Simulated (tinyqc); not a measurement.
Free-carrier absorption and index change in the near infrared: free-carrier optics of a doped semiconductor (Drude model with one polar phonon).

eps(E) = ei [1 - Ep^2/(E^2 + i E Gam)] + (es - ei) wT^2/(wT^2 - E^2 - i E gT), with Ep^2 = 8 pi c (e^2/(4 pi eps0)) N/(m ei), c = hbar^2/2m0, N in 1/angstrom^3 (1e-24 per 1/cm^3); Gam = hbar/tau, tau = mu m m0/e with m0/e = 5.685630e-12 kg/C and mu in m^2/(V s). Energies in meV.

n + i k = sqrt(eps1 + i eps2) with k >= 0; R = ((n - 1)^2 + k^2)/((n + 1)^2 + k^2) at normal incidence from vacuum; alpha = 2 E k/(hbar c), times 1e8 for 1/cm; loss function Im(-1/eps) = eps2/(eps1^2 + eps2^2).

Constants: hbar^2/2m0 = 3.80998211 eV angstrom^2; e^2/(4 pi eps0) = 14.39964547 eV angstrom; hbar = 6.58211957e-16 eV s; hbar c = 1973.269805 eV angstrom.

Parameters, chosen for this exercise (mass and dielectric values near those of GaN; N and mu are free inputs; interband absorption and the rise of the mass with filling are left out; not measured data): N = 7.4e+18 1/cm^3 (carrier density); m = 0.219 m0 (conductivity mass); mu = 130 cm^2/(V s) (mobility); ei = 5.5 (high-frequency dielectric constant).

At the wavelengths listed E = hc/lambda (hc = 1239.841984 eV nm). Approximate forms: alpha = ei Ep^2 Gam/(E^2 sqrt(ei) hbar c) and dn = -sqrt(ei) Ep^2/(2 E^2). The phonon term is left out here.

Free carriers:

| lambda (micrometre) | E (meV) | alpha (1/cm) | alpha, approximate | dn | dn, approximate |
|---|---|---|---|---|---|
| 1.31 | 946.4 | 45.8 | 45.7 | -0.0111 | -0.0111 |
| 1.55 | 799.9 | 64.2 | 64.0 | -0.0155 | -0.0155 |
| 2.00 | 619.9 | 107 | 107 | -0.0259 | -0.0258 |
| 3.00 | 413.3 | 243 | 240 | -0.0583 | -0.0582 |
| 5.00 | 248.0 | 697 | 666 | -0.163 | -0.162 |
| 8.00 | 155.0 | 1.94e+03 | 1.70e+03 | -0.422 | -0.414 |
| 10.60 | 117.0 | 3.91e+03 | 2.99e+03 | -0.742 | -0.726 |

At 1.55 micrometre alpha = 64.2 1/cm and dn = -0.0155; a phase shift of pi needs a length lambda/(2 |dn|) = 49.9 micrometre, over which the loss is 1.39 dB. The approximate alpha is within 5 % up to 5 micrometre of the wavelengths listed; it needs photon energies well above both Ep and Gam, which lie at 13.5 and 30.5 micrometre. Interband and intervalley absorption are left out.

(tinyqc, `OMP_NUM_THREADS=1 python tinyqc.py 1681293 1681294 out.jsonl`, Intel(R) Xeon(R) Processor @ 2.30GHz, 1 thread, shared host, about 0.01 s.)
